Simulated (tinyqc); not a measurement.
## Trap depth and cross-section from two peaks

Problem. A DLTS peak lies where ew = sn g T^2 exp(-Et/kB T), g = vth Nc/(300 K)^2. Find Et and sn.

Values chosen for this exercise:
```
symbol    value   unit                                     meaning
Nc      1.73e19  cm^-3  conduction-band density of states at 300 K
vth       1.9e7   cm/s                   thermal velocity at 300 K
```

Constants: q = 1.602176634e-19 C, kB = 1.380649e-23 J/K. Results are converted to the units shown.

peak temperatures for ew = 20 and 2000 1/s (K): [269.98961, 341.40491]

Solution. The slope of ln(ew/T^2) against q/kB T is -Et, and the intercept is ln(sn g).

Et = 0.4600 eV
sn = 2.900e-17 cm^2

Program tinyqc, `OMP_NUM_THREADS=1 python tinyqc.py 2050093 2050094 out.jsonl`; Intel Xeon 2.30GHz, shared host, one thread, about 0.01 s.
